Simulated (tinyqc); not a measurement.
Coverage and depolarisation: effective work function and flat-band voltage of a metal/high-k/SiO2/Si stack with a dipole layer.

Constants: e^2/(4 pi eps0) = 14.39964547 eV angstrom.

Inputs chosen for the exercise (a stack on Si capped with an aluminium-like oxide; the results hold for these values, not for the real material): qd = 0.53 e (charge of a dipole); dd = 2.4 angstrom (its length); ed = 8.1 (dielectric constant in the dipole layer); al = 3.8 angstrom^3 (polarisability volume of a dipole).

Size of the step: linear D0 = 4 pi e2 N qd dd/ed, and D0/(1 + 9 al N^(3/2)), N in angstrom^-2, a Topping factor applied on top of ed as a model choice.

Results:
```
N (cm^-2)  D0 (eV)  9 al N^(3/2)  D (eV)
2.0e+13     0.0568        0.0031  0.0567
5.0e+13     0.1421        0.0121  0.1404
1.0e+14     0.2842        0.0342  0.2748
2.0e+14     0.5683        0.0967  0.5182
4.0e+14     1.1366        0.2736  0.8925
7.0e+14     1.9891        0.6334  1.2178
1.0e+15     2.8416        1.0815  1.3652
```

Depolarisation takes off 3.3 % at 1e14 and 39 % at 7e14 cm^-2. D would peak at N = (2/(9 al))^(2/3) = 1.5e+15 cm^-2, beyond the table.

Run: tinyqc, `OMP_NUM_THREADS=1 python tinyqc.py 1880368 1880369 out.jsonl`; Intel(R) Xeon(R) Processor @ 2.30GHz, one thread, shared host; about 0.01 s of CPU time with all checks.
